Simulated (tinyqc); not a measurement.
# Oxide trap near a transistor channel: two-state multiphonon kinetics, telegraph noise and bias instability, step by step

A worked calculation. Computed by tinyqc, a small Python program that keeps every step. Command: `OMP_NUM_THREADS=1 python tinyqc.py 3019687 3019688 out.jsonl oxidetrap walk`. One thread of a shared host (Intel(R) Xeon(R) Processor @ 2.30GHz), about 0.01 s of CPU time with the checks. Intermediate numbers are printed to about 7 digits and carried at full precision; extremes and crossings named in words are read from the listed rows.

An n-channel device under positive gate bias. The trap is empty (state 1) or holds an electron (state 2); both states are parabolas of equal curvature, and the electron reservoir is taken at the Fermi level of the channel.

Inputs (values chosen for the exercise, with an insulator like SiO2 on silicon):

| quantity | value | unit |
|---|---|---|
| insulator constant eps_ox | 3.75 | - |
| insulator thickness t_ox | 4.1 | nm |
| trap depth x from the interface | 1.1 | nm |
| tunnel barrier phi_b | 3.14 | eV |
| tunnelling mass m_ox | 0.44 | m_0 |
| trap level above E_F at zero field E_t | 0.52 | eV |
| relaxation energy E_R | 2.8 | eV |
| oxide field F | 4.7 | MV/cm |
| attempt rate k_0 at the interface | 2e+11 | 1/s |
| temperature T | 400 | K |
| channel width W | 250 | nm |
| channel length L | 51 | nm |
| frequency f | 200 | Hz |
| stress time t_s | 5 | s |
| trap density N_t | 4.6e+17 | cm^-3 eV^-1 |
| mean capture barrier mu_c | 1.6 | eV |
| spread of the barriers s_c | 0.2 | eV |
| saturation shift dV_max | 45 | mV |

Parts treated: one trap and an ensemble.

Constants: hbar^2/(2 m_0) = 3.80998212 eV angstrom^2; k_B = 8.617333262e-05 eV/K; e = 1.602176634e-19 C; eps_0 = 8.8541878128e-12 F/m.

## Tunnelling factor

kappa = sqrt(2 m_ox phi_b)/hbar = sqrt(m_ox phi_b/(hbar^2/2m_0)); attenuation length lambda = 1/(2 kappa); factor exp(-x/lambda) for a rectangular barrier.

kappa = 6.021847 1/nm

attenuation length lambda = 0.08303101 nm

tunnelling factor = 1.763760e-06

## Barriers and time constants

E_21 = E_t - e F x is the energy of state 2 over state 1; barriers E_c = (E_R + E_21)^2/(4 E_R), E_e = E_c - E_21; tau_c = exp(E_c/k_B T)/(k_0 P), tau_e = exp(E_e/k_B T)/(k_0 P), P the tunnelling factor; occupation f_2 = tau_e/(tau_c + tau_e); 1/tau_0 = 1/tau_c + 1/tau_e.

E_21 = 0.003 eV

capture barrier E_c = 0.7015008 eV

emission barrier E_e = 0.6985008 eV

capture time tau_c = 1954.572 s

emission time tau_e = 1791.651 s

occupation f_2 = 0.4782553

tau_0 = 934.7843 s

The two times are within a factor 30 of each other, so the trap switches between both states and shows as telegraph noise.

## Step height and noise

Charge-sheet step dV = e (t_ox - x)/(eps_ox eps_0 W L); Lorentzian spectrum S(f) = 4 dV^2 tau_0^2/((tau_c + tau_e)(1 + (2 pi f tau_0)^2)); corner 1/(2 pi tau_0); variance dV^2 f_2 (1 - f_2) = dV^2 tau_0/(tau_c + tau_e).

threshold step dV = 1.135381 mV

corner frequency = 1.702585e-04 Hz

S(f) = 8.716249e-16 V^2/Hz

root-mean-square noise = 0.5671532 mV

f lies above the corner, on the 1/f^2 tail. Random dopants and current percolation, left out here, spread real steps around this value.

## Stress and recovery of one trap

From the zero-field occupation f(0), f(t) = f_2 + (f(0) - f_2) exp(-t/tau_0) under the field; after t_s the field is removed and f relaxes with the zero-field constants.

occupation at zero field = 2.807296e-07

tau_0 at zero field = 1.997437 s

occupation after stress = 0.002551555

half-time of recovery = 1.384518 s

## Bias dependence of the times

The formulas are those given above.

Against field:

| F (MV/cm) | E_21 (eV) | tau_c (s) | tau_e (s) | f_2 |
|---|---|---|---|---|
| 0.00 | 0.5200 | 7.115162e+06 | 1.997437e+00 | 2.807296e-07 |
| 1.41 | 0.3649 | 5.256547e+05 | 1.327893e+01 | 2.526105e-05 |
| 2.82 | 0.2098 | 4.398859e+04 | 9.999456e+01 | 2.268037e-03 |
| 3.76 | 0.1064 | 9.019207e+03 | 4.117062e+02 | 4.365496e-02 |
| 4.70 | 0.0030 | 1.954572e+03 | 1.791651e+03 | 4.782553e-01 |
| 5.64 | -0.1004 | 4.477029e+02 | 8.240891e+03 | 9.484723e-01 |
| 7.05 | -0.2555 | 5.445030e+01 | 9.019003e+04 | 9.993966e-01 |

ln(tau_c/tau_e) falls by e x/k_B T = 3.191 per MV/cm, which measures the depth x if the change of surface potential with bias is left aside. Over these rows tau_c shortens by 5.12 decades and tau_e lengthens by 4.65; the two share the shift almost equally, as the first and last E_21 average to little against E_R. The times cross at F = E_t/(e x) = 4.73 MV/cm.

## Many traps: 1/f noise

McWhorter number fluctuations for traps uniform in depth and energy: S_V = e^2 k_B T N_t lambda/(W L C_ox^2 f), C_ox = eps_ox eps_0/t_ox. The number of traps within k_B T in energy and one decade in time is N_t k_B T lambda ln(10) W L.

C_ox = 0.8098343 microF/cm^2

1/f noise S_V(f) = 2.020781e-10 V^2/Hz

active traps per decade = 0.03865066

With less than one active trap per decade a single device shows separate Lorentzians; 1/f is only the average over many devices. Caution: N_t k_B T lambda ln(10) W L, the number of active traps per decade, is below one, so S_V is only the mean over many devices.

## Many traps: shift under stress

For a normal spread of capture barriers (given for the stress field, with depth and field not resolved, k_0 being taken as the effective rate of the ensemble), traps with barrier below k_B T ln(k_0 t) are filled: dV(t) = (dV_max/2) erfc((mu_c - k_B T ln(k_0 t))/(sqrt(2) s_c)); local exponent n = d ln dV/d ln t (central difference, factor 1.01 in t).

filling front k_B T ln(k_0 t_s) = 0.9524229 eV

shift after t_s = 0.02709429 mV

local time exponent n = 0.6040835

## Power law or saturation

The extrapolation continues the power law fitted through 10 s and 1000 s.

Against stress time:

| t (s) | shift (mV) | local exponent | power law (mV) | shift at T + 50 K (mV) |
|---|---|---|---|---|
| 1.00e-03 | 5.689753e-05 | 0.8449140 | 3.352197e-04 | 3.948001e-04 |
| 1.00e-01 | 2.058599e-03 | 0.7138408 | 3.703208e-03 | 1.509964e-02 |
| 1.00e+01 | 4.090972e-02 | 0.5848381 | 4.090972e-02 | 2.730120e-01 |
| 1.00e+03 | 4.519340e-01 | 0.4590903 | 4.519340e-01 | 2.390380e+00 |
| 1.00e+05 | 2.829519e+00 | 0.3386829 | 4.992563e+00 | 1.057562e+01 |
| 1.00e+07 | 1.037023e+01 | 0.2273379 | 5.515336e+01 | 2.554545e+01 |
| 3.00e+08 | 1.979623e+01 | 0.1545183 | 3.251429e+02 | 3.585186e+01 |

The exponent falls from 0.845 to 0.155 as the front climbs the distribution, so the power law overstates the shift at 3e8 s (about ten years) by a factor 16.4. Heating by 50 K raises the shift at 1000 s by a factor 5.29: time and temperature enter only through T ln(k_0 t).

Checks made by the program: detailed balance tau_c/tau_e = exp(E_21/k_B T) (relative difference below 1e-10); the integral of S(f) against the variance (relative difference below 1e-10).
